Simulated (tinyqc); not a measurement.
Brouwer diagram: defect equilibria of an oxide against oxygen pressure (mass action). Computed by tinyqc, a small Python program. Command: `OMP_NUM_THREADS=1 python tinyqc.py 3015610 3015611 out.jsonl brouwer walk`. One thread of a shared host (Intel(R) Xeon(R) Processor @ 2.30GHz), about 0.01 s of CPU time with the checks.

Defects: oxygen vacancies V (charge +2), electrons n, holes p, the ionic partner X = O_i'' (charge -2). Activities are taken equal to concentrations.

Inputs (values chosen for the exercise, for a model oxide):
```
quantity,value,unit
reduction enthalpy H_r,4.63,eV
prefactor K_r0,1.4e+68,cm^-9 atm^(1/2)
gap E_g,3.33,eV
prefactor N_c N_v,9.6e+41,cm^-6
disorder enthalpy H_s,3.43,eV
prefactor K_s0,1e+44,cm^-6
dopant density N_d,0,cm^-3
temperature T,1300,K
```

Ionic disorder: anion Frenkel. Dopant (singly charged, fully ionised): none.

Constants: k_B = 8.617333262e-05 eV/K.

Method:
- K_r = K_r0 exp(-H_r/k_B T) = [V] n^2 P^(1/2); K_i = N_c N_v exp(-E_g/k_B T) = n p; K_s = K_s0 exp(-H_s/k_B T) = [X] [V].
- Neutrality: 2 [V] + p = n + 2 [X]. With n as the unknown, [V] = K_r/(n^2 P^(1/2)), p = K_i/n, [X] = K_s/[V]; the log ratio is ln(positive/negative).
- The root is found by 60 bisections in ln n between n = 1e-10 and 1e25 cm^-3.
- The slope is d log n / d log P from this row and the one above; the last column names the largest term on each side. Pressures that give more than 3e21 cm^-3 are left out.

K_r = 1.57313e+50 cm^-9 atm^(1/2)

K_i = 1.18219e+29 cm^-6

K_s = 5.04358e+30 cm^-6

Log10 of the densities in cm^-3:
```
log10 P (atm),n,[V],p,[X],slope of n,balance
-24,20.833,20.532,8.240,10.171,-,2 [V] = n
-20,20.166,19.865,8.907,10.838,-0.16667,2 [V] = n
-16,19.499,19.198,9.573,11.505,-0.16667,2 [V] = n
-12,18.833,18.532,10.240,12.171,-0.16667,2 [V] = n
-8,18.166,17.865,10.907,12.838,-0.16667,2 [V] = n
-4,17.499,17.198,11.573,13.504,-0.16667,2 [V] = n
0,16.832,16.533,12.241,14.170,-0.16682,2 [V] = n
```

What does the comparison show, and why?

Regimes: 2 [V] = n from log P = -24 to 0, where that balance predicts a slope of -1/6 and the table comes as close as -0.167. Rows with n or p near or above sqrt(N_c N_v) are degenerate, and n p = K_i is then only nominal.

Extremes, crossings and ranges named in words are read from the listed rows.
